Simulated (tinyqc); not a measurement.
From results back to parameters: thresholds of impact ionisation and Auger recombination from band masses. Three cases, with inputs chosen for the exercise.

Problem. For parabolic bands the thresholds of impact ionisation are Eg (1 + 2 mu)/(1 + mu) for electrons and Eg (2 + mu)/(1 + mu) for heavy holes, mu = me/mh. Both are given.

Case 1.

thresholds for electrons and holes (eV): 0.242096  0.462904

Case 2.

thresholds for electrons and holes (eV): 0.863190  1.506810

Case 3.

thresholds for electrons and holes (eV): 0.439116  0.808884

Find: Eg; mu.

Solution. The sum is 3 Eg; mu = (E_e - Eg)/(2 Eg - E_e).

Case 1.

Eg = 0.235 eV
mu = 0.0311

Case 2.

Eg = 0.790 eV
mu = 0.1021

Case 3.

Eg = 0.416 eV
mu = 0.0588

Computed by tinyqc, one run a case: `OMP_NUM_THREADS=1 python tinyqc.py N N+1 out.jsonl` with N = 1880469, 1880490, 1880519; one thread of a shared Intel(R) Xeon(R) Processor @ 2.30GHz, about 0.01 s a run at most.
